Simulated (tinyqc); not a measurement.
Comparisons within one model: trap in a gate oxide as a short-range spherical well. A value that a table varies takes the place of the one given here.

A spherical well of radius R and depth V0 below the conduction edge, one mass m, c = hbar^2/2m0. The s level at binding Et solves k cot(k R) = -kappa with k = sqrt(m (V0 - Et)/c), kappa = sqrt(m Et/c); it exists for V0 > Vc = c (pi/2R)^2/m. Outside, psi falls as exp(-kappa r)/r.

Lucovsky model (delta well, plane-wave final states, no local-field factor): sigma = (32 pi alpha c/(3 n_r m Et)) (x - 1)^(3/2)/x^3, x = h nu/Et, c = hbar^2/2m0; 1 angstrom^2 = 1e-16 cm^2.

Energies from the conduction edge of the channel. The trap level at depth x is E_T = dEc - Et - e Fox x (1 MV/cm = 0.01 eV/angstrom). An electron at the channel edge tunnels with the WKB exponent S = (4/3) sqrt(m/c) [dEc^(3/2) - (dEc - e Fox x)^(3/2)]/(e Fox), c = hbar^2/2m0; tau = t0 exp(S); the occupation is f = 1/(1 + exp((E_T - EF)/kB T)), tau_c = tau/f and tau_e = tau/(1 - f). Lattice relaxation is left out; a level below the channel edge needs phonons as well, so tau is then a lower bound, while a level above it can also empty elastically at its own energy, through a thinner barrier, faster than this tau.

Constants: hbar^2/2m0 = 3.80998211 eV angstrom^2; fine-structure constant alpha = 0.007297352564; kB = 8.617333262e-05 eV/K.

Parameters, chosen for this exercise (near those of SiO2 on Si; shifted at random, so the results belong to these values and not to a real crystal): R = 4.7 angstrom (radius of the well); m = 0.432 m0 (mass); fV = (1.05, 1.12, 1.32, 1.56, 2.38, 3.43, 6.56) (V0/Vc); n_r = 1.45 (refractive index); xs = (1.08, 1.3, 1.37, 1.72, 2.4, 3.25, 4.02, 8.76) (photon energies h nu/Et); dEc = 3.13 eV (conduction offset to the channel); Fox = 2.8 MV/cm (oxide field, lowering levels away from the channel); t0 = 3.7 x 1e-11 s (time constant at the interface); T = 300 K (temperature); EF = -0.1 eV (Fermi level above the channel edge); ds = (3, 6, 9, 12, 15, 18) angstrom (depths); V0 = 5.23 eV (depth of the well); x = 8 angstrom (depth of the trap).

## From threshold to a deep level

Et against the depth at fixed R; near threshold Et = (pi^2/16)(V0 - Vc)^2/Vc.

Results:
```
V0/Vc  V0 (eV)   Et (eV)  threshold form (eV)  1/kappa (angstrom)  share outside
1.05     1.034  0.001466             0.001519                77.6          0.942
1.12     1.103  0.008047             0.008750                33.1          0.869
1.32     1.300   0.05056              0.06222                13.2          0.709
1.56     1.537    0.1361               0.1906                 8.0          0.575
2.38     2.345    0.5900                1.157                 3.9          0.338
3.43     3.379     1.349                3.588                 2.6          0.212
6.56     6.462     4.011                18.79                 1.5          0.091
```

The threshold form holds to 10 % up to V0/Vc = 1.12 of those listed. There the state is mostly outside the well (94 % in the first row) and knows only Et, which is why a delta-well model works; more than half is inside from V0/Vc = 2.38 on. A second s level would need V0/Vc > 9.

## Neutral against charged centre

Et = 2.90700 eV

Lucovsky cross-section, its shape relative to the peak, and the shape of a hydrogen-like centre relative to threshold: x^-4 exp(4 - 4 atan(e)/e)/(1 - exp(-2 pi/e)), e = sqrt(x - 1).

Results:
```
x     h nu (eV)  sigma (1e-18 cm^2)  relative to peak  hydrogen-like
1.08      3.140               0.919             0.144          0.814
1.30      3.779                3.83             0.598          0.492
1.37      3.983                4.48             0.700          0.426
1.72      5.000                6.14             0.961          0.226
2.40      6.977                6.13             0.959          0.088
3.25      9.448                5.03             0.787          0.036
4.02     11.686                4.13             0.646          0.019
8.76     25.465                1.65             0.257          0.002
```

The short-range centre starts from zero, reaches half its peak at x = 1.24 and peaks at x = 2; in the last row it still has 26 % of the peak. The Coulomb centre is largest at threshold and is down to 0.2 % there. Reading the peak as the threshold would misplace the level by a factor 2, here 2.91 eV. Rows above the gap, about 9 eV, are hidden by band-to-band absorption.

## Depth of the trap

Each depth has its own level and time; the corner frequency is 1/(2 pi tau).

Results:
```
x (angstrom)  E_T (eV)      S  tau (s)  corner (Hz)      f
3                0.139   3.55  1.3e-09      1.2e+08  0.000
6                0.055   7.05  4.3e-08      3.7e+06  0.002
9               -0.029  10.50  1.3e-06      1.2e+05  0.060
12              -0.113  13.91  4.1e-05      3.9e+03  0.623
15              -0.197  17.26   0.0012      1.4e+02  0.977
18              -0.281  20.56    0.031          5.1  0.999
```

tau spans 7.4 decades, one decade for each 1.97 angstrom at the start and 2.09 at the end, where the field has thinned the barrier. Traps spread evenly in depth are thus spread nearly evenly in ln tau; if levels near EF exist at every depth, this sums to 1/f noise and to charging that grows as ln t. With the single Et of this table only depths where f is neither 0 nor 1 contribute. The level crosses EF between 9 and 12 angstrom.

## What each parameter does

Et from the well, then the level and the time. Each row changes one parameter from the base and keeps the others.

Results:
```
case             Et (eV)  E_T (eV)  log10 tau (s)  ln(tau_c/tau_e)
base               2.907    -0.001          -6.37              3.8
x = 10 angstrom    2.907    -0.057          -5.37              1.7
Fox = 3.8 MV/cm    2.907    -0.081          -6.39              0.7
dEc = 2.88 eV      2.907    -0.251          -6.54             -5.8
m = 0.475 m0       3.064    -0.158          -6.17             -2.2
V0 = 5.49 eV       3.137    -0.231          -6.37             -5.1
T = 350 K          2.907    -0.001          -6.37              3.3
EF = -0.05 eV      2.907    -0.001          -6.37              1.9
```

The largest shifts from the base row, up to three for each result and ties (the steps differ in size, so this ranks the rows, not the parameters). Et (eV): V0 +0.230, m +0.157; unchanged at the printed digits by x, Fox, dEc, T and EF. E_T (eV): dEc -0.250, V0 -0.230, m -0.157; unchanged at the printed digits by T and EF. log10 tau (s): x +0.99, m +0.20, dEc -0.17; unchanged at the printed digits by V0, T and EF. ln(tau_c/tau_e): dEc -9.7, V0 -8.9, m -6.1.

Program tinyqc; command `OMP_NUM_THREADS=1 python tinyqc.py 1251291 1251292 out.jsonl`; about 0.01 s on one thread of a shared Intel(R) Xeon(R) Processor @ 2.30GHz.
